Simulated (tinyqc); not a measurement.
Effective charge: two electrons on one impurity (helium-like model).

Units Ha* = 2 Ry m/eps^2 and a* = a0 eps/m. One electron is bound by Z^2/2. Two electrons in the singlet built from exp(-a r) and exp(-b r): S = 8 (ab)^(3/2)/(a + b)^3, h_aa = a^2/2 - Z a, h_bb alike, h_ab = S (ab/2 - Z (a + b)/2), J = ab (a^2 + 3ab + b^2)/(a + b)^3, K = 20 (ab)^3/(a + b)^5, E = (h_aa + h_bb + 2 S h_ab + J + K)/(1 + S^2). For a = b this is a^2 - 2 Z a + 5a/8. Real double donors are deeper, since the central cell is left out.

Inputs chosen for the exercise (out of a larger set: near those of impurities in Si; not measured data): m = 0.296 m0 (one mean mass); eps = 11.4 (dielectric constant); Zs = (1, 1.04, 1.21, 1.61, 1.81, 3, 4.07) (charges).

Ha* = 61.9773 meV

Binding of the first electron, of the second (-E - Z^2/2) with equal and with unequal orbitals, and U, the first less the second (unequal).

Results (meV):
```
Z     first  second, equal  second, unequal   a/b      U  U/(Z Ha*)
1.00   31.0          -1.69             0.82  3.67   30.2      0.487
1.04   33.5          -0.72             1.69  3.32   31.8      0.494
1.21   45.4           4.55             6.67  2.62   38.7      0.516
1.61   80.3          24.01            25.86  2.06   54.5      0.546
1.81  101.5          37.46            39.24  1.93   62.3      0.555
3.00  278.9         168.74           170.36  1.58  108.5      0.584
4.07  513.3         361.72           363.29  1.46  150.0      0.595
```

Equal orbitals bind a second electron only above Z = (5/16)/(1 - 1/sqrt2) = 1.067; unequal ones do so in 7 of the 7 rows. Their gain is 2.52 meV in the first row and 1.57 in the last, while the second binding grows to 363 meV, so the gain decides the matter only near Z = 1. U grows almost linearly with Z: U/(Z Ha*) goes from 0.487 to 0.595, towards 5/8, while the first binding grows as Z^2. Angular correlation is left out: at Z = 1 this function binds the second electron by 0.0133 Ha*, half the exact 0.0278.

Program tinyqc; command `OMP_NUM_THREADS=1 python tinyqc.py 1250059 1250060 out.jsonl`; about 0.02 s on one thread of a shared Intel(R) Xeon(R) Processor @ 2.30GHz.
